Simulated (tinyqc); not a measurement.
# From one set of inputs to another, one input at a time

Model: electromigration in a confined line: Blech product, Korhonen stress evolution and Black's law. Computed by tinyqc, a small Python program. Command: `OMP_NUM_THREADS=1 python tinyqc.py 3001142 3001143 out.jsonl emigr ladder`. One thread of a shared host (Intel(R) Xeon(R) Processor @ 2.30GHz), about 0.05 s of CPU time with the checks.

The electron wind pushes atoms from the cathode (x = 0) to the anode (x = L); blocking ends build a back stress (tension positive). The input rho is taken not to change with temperature. d sigma/dt = d/dx [kappa (d sigma/dx + G)], with zero flux at both ends and sigma = sigma_0 at t = 0.

The inputs printed are set A. Set A is close to those used for copper lines; the values taken over come from a set close to those used for ruthenium lines. Inputs not listed in the table keep their values of set A, so the rows need not describe a real material.

Inputs (values chosen for the exercise, close to those used for copper lines):
```
quantity                              value          unit
resistivity rho                        3.71  micro-ohm cm
atomic volume Omega                    11.8    angstrom^3
effective charge number Z*              1.7             -
prefactor D0                        1.8e-08         m^2/s
activation energy E                   0.873            eV
effective modulus B                      21           GPa
critical stress sigma_c                 130           MPa
initial stress sigma_0                   40           MPa
current density j                       1.6       MA/cm^2
line length L                            13            um
test temperature T                      300             C
time as a fraction of L^2/kappa, s    0.082             -
```

Start: thermal stress.

Constants: e = 1.602176634e-19 C; k_B = 8.617333262e-05 eV/K; k_B = 1.380649e-23 J/K.

Method:
- G = Z* e rho j/Omega; D = D0 exp(-E/(k_B T)); kappa = D B Omega/(k_B T); drift velocity of an unconfined line v = D Z* e rho j/(k_B T). SI: 1 micro-ohm cm = 1e-8 ohm m, 1 MA/cm^2 = 1e10 A/m^2.
- Temperatures in kelvin are T(C) + 273.15.
- At steady state sigma(x) = sigma_0 + G (L/2 - x). A void forms only if the cathode stress reaches sigma_c, that is if j L exceeds (j L)_c = 2 Omega (sigma_c - sigma_0)/(Z* e rho). Time scale tau = L^2/kappa.
- sigma(x, t) = sigma_0 + G L [1/2 - x/L - 4 sum_(m odd) cos(m pi x/L) exp(-m^2 pi^2 s)/(m pi)^2], s = t/tau, summed to m = 399.
- The terms at x = 0 are 4 exp(-m^2 pi^2 s)/(m pi)^2; tau = L^2/kappa.

Each row keeps all changes above it:
```
input moved                                                  from             to     tau (h)  cathode stress at time s (MPa)  drift velocity (nm/h)
set A                                                           -              -  3.9533e+00                           96.92             2.7892e+01
prefactor D0 (m^2/s) and activation energy E (eV)  1.8e-08, 0.873  5.7e-07, 1.37  2.9278e+03                           96.92             3.7662e-02
current density j (MA/cm^2)                                   1.6           0.75  2.9278e+03                           66.68             1.7654e-02
critical stress sigma_c (MPa)                                 130            640  2.9278e+03                           66.68             1.7654e-02
line length L (um)                                             13             52  4.6844e+04                          146.72             1.7654e-02
effective charge number Z*                                    1.7            1.1  4.6844e+04                          109.06             1.1423e-02
resistivity rho (micro-ohm cm)                               3.71           12.4  4.6844e+04                          270.81             3.8180e-02
```

tau goes from 3.95 to 46800, a factor 11800 in all. The largest single move comes from prefactor D0 with activation energy E (a factor 741). Cathode stress at time s goes from 96.9 to 271, a factor 2.79 in all. The largest single move comes from resistivity rho (a factor 2.48), and current density j works against it (a factor 0.688). Drift velocity goes from 27.9 to 0.0382, a factor 0.00137 in all. The largest single move comes from prefactor D0 with activation energy E (a factor 0.00135), and resistivity rho works against it (a factor 3.34). The single moves hold for this order of the switches; the total does not depend on the order.

Extremes, crossings and ranges named in words are read from the listed rows.
